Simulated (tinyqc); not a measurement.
Telling the models apart: thermal, flicker and telegraph noise of a field-effect transistor. Computed by tinyqc, a small Python program. Command: `OMP_NUM_THREADS=1 python tinyqc.py 3018687 3018688 out.jsonl noise walk`. One thread of a shared host (Intel(R) Xeon(R) Processor @ 2.30GHz), about 0.01 s of CPU time with the checks.

Strong inversion, threshold roll-off and channel-length modulation left out; noise sources are uncorrelated and are given as one-sided spectral densities.

Inputs (values chosen for the exercise, modelled on a silicon n-channel):
```
quantity                        value         unit
width W                           1.7   micrometre
length L                           44           nm
electrical oxide thickness t      1.9           nm
mobility mu                       420   cm^2/(V s)
saturation velocity v_s          0.75     1e7 cm/s
oxide trap density N_t        1.3e+16  1/(eV cm^3)
oxide barrier phi                 1.8           eV
oxide mass m_ox                  0.24          m_0
frequency f                     60000           Hz
temperature T                     200            K
```

Operating region: saturation. Flicker model: number fluctuation.

Constants: eps_0 = 8.8541878128e-12 F/m; hbar = 1.054571817e-34 J s; m_0 = 9.1093837015e-31 kg; e = 1.602176634e-19 C; k_B = 8.617333262e-05 eV/K.

Method. C_ox = 3.9 eps_0/t; V_c = 2 v_s L/mu; I = W C_ox v_s V_ov^2/(V_ov + V_c); g_m = W C_ox v_s V_ov (V_ov + 2 V_c)/(V_ov + V_c)^2; g_d0 = mu C_ox (W/L) V_ov. Tunnelling length lambda = hbar/(2 sqrt(2 m_ox phi)); flat-band noise S_Vfb = e^2 k_B T lambda N_t/(W L C_ox^2 f). S_I = g_m^2 S_Vfb.

Against the overdrive:
```
V_ov (V)  I (microampere)  (g_m/I)^2 (1/V^2)  S_I/I^2 (1/Hz)  S_I/g_m^2 (V^2/Hz)
0.20                259.5             51.840      2.9864e-14          5.7608e-16
0.25                355.7             30.734      1.7706e-14          5.7608e-16
0.32                497.3             17.257      9.9416e-15          5.7608e-16
0.40                665.5             10.273      5.9180e-15          5.7608e-16
0.50                881.6              6.142      3.5382e-15          5.7608e-16
0.63               1168.4              3.626      2.0888e-15          5.7608e-16
0.80               1549.4              2.118      1.2200e-15          5.7608e-16
1.00               2002.5              1.290      7.4317e-16          5.7608e-16
```

What follows from these numbers?

S_I/I^2 falls as V_ov^-2.34 at first and V_ov^-2.22 at the end; (g_m/I)^2 as V_ov^-2.34 and V_ov^-2.22. The two run parallel and the input-referred noise is flat: the mark of pure number fluctuation.
